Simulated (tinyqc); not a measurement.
From results back to parameters: valence-band offset from core levels. Five cases, with inputs chosen for the exercise.

Problem. At an interface of A and B the binding energy of the core level of B exceeds that of A by dCL. Binding energy of a core level = (EF - Ev) + CL, with one Fermi level for both sides. Find dEv = Ev(A) - Ev(B) and dEc = Eg2 - Eg1 - dEv with the corrected (second) gaps.

Find: dEv; dEc.

Method. dCL = (EF - Ev(B)) + CL_B - (EF - Ev(A)) - CL_A = dEv + CL_B - CL_A; the Fermi level drops out.

Case 1.

Values chosen (out of a larger set: gaps near those of GaAs and AlAs; not measured data): CL = (42.98, 98.65) eV (depth of a core level below the valence top in bulk A and bulk B); Eg1 = (0.49, 1.51) eV (gap of A: semi-local value, corrected value); Eg2 = (1.36, 2.32) eV (gap of B: semi-local value, corrected value).

dCL = 56.2958 eV

Solution.

dEv = 0.63 eV
dEc = 0.18 eV

Case 2.

Values chosen (out of a larger set: gaps near those of Si and Ge; not measured data): CL = (75.11, 94.34) eV (depth of a core level below the valence top in bulk A and bulk B); Eg1 = (0.6, 1.21) eV (gap of A: semi-local value, corrected value); Eg2 = (0.1, 0.72) eV (gap of B: semi-local value, corrected value).

dCL = 18.5834 eV

Solution.

dEv = -0.65 eV
dEc = 0.16 eV

Case 3.

Values chosen (out of a larger set: gaps near those of Si and SiO2; not measured data): CL = (44.32, 86.93) eV (depth of a core level below the valence top in bulk A and bulk B); Eg1 = (0.63, 1.18) eV (gap of A: semi-local value, corrected value); Eg2 = (5.41, 8.76) eV (gap of B: semi-local value, corrected value).

dCL = 47.1560 eV

Solution.

dEv = 4.55 eV
dEc = 3.03 eV

Case 4.

Values chosen (out of a larger set: gaps near those of GaN and AlN; not measured data): CL = (91.58, 33.26) eV (depth of a core level below the valence top in bulk A and bulk B); Eg1 = (1.91, 3.46) eV (gap of A: semi-local value, corrected value); Eg2 = (4.11, 6.02) eV (gap of B: semi-local value, corrected value).

dCL = -57.5978 eV

Solution.

dEv = 0.72 eV
dEc = 1.84 eV

Case 5.

Values chosen (out of a larger set: gaps near those of Si and Ge; not measured data): CL = (81.79, 86.17) eV (depth of a core level below the valence top in bulk A and bulk B); Eg1 = (0.62, 1.18) eV (gap of A: semi-local value, corrected value); Eg2 = (0.1, 0.71) eV (gap of B: semi-local value, corrected value).

dCL = 3.8297 eV

Solution.

dEv = -0.55 eV
dEc = 0.08 eV

Computed by tinyqc, one run a case: `OMP_NUM_THREADS=1 python tinyqc.py N N+1 out.jsonl` with N = 1880827, 1880842, 1880848, 1880915, 1880986; one thread of a shared Intel(R) Xeon(R) Processor @ 2.30GHz, about 0.01 s a run at most.
